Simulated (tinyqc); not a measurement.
Trap depth and cross-section from two peaks.

Problem. A DLTS peak lies where ew = sn g T^2 exp(-Et/kB T), g = vth Nc/(300 K)^2. Find Et and sn.

Values chosen for this exercise: conduction-band density of states at 300 K Nc = 2.84e19 cm^-3; thermal velocity at 300 K vth = 2.4e7 cm/s.

Constants: q = 1.602176634e-19 C, kB = 1.380649e-23 J/K. Results are converted to the units shown.

peak temperatures for ew = 5 and 1000 1/s (K): 83.663617  106.81289

Solution. The slope of ln(ew/T^2) against q/kB T is -Et, and the intercept is ln(sn g).

Et = 0.160 eV
sn = 4.10e-16 cm^2

Numbers from tinyqc (`OMP_NUM_THREADS=1 python tinyqc.py 2050007 2050008 out.jsonl`; about 0.01 s on one thread of a shared Intel Xeon 2.30GHz).
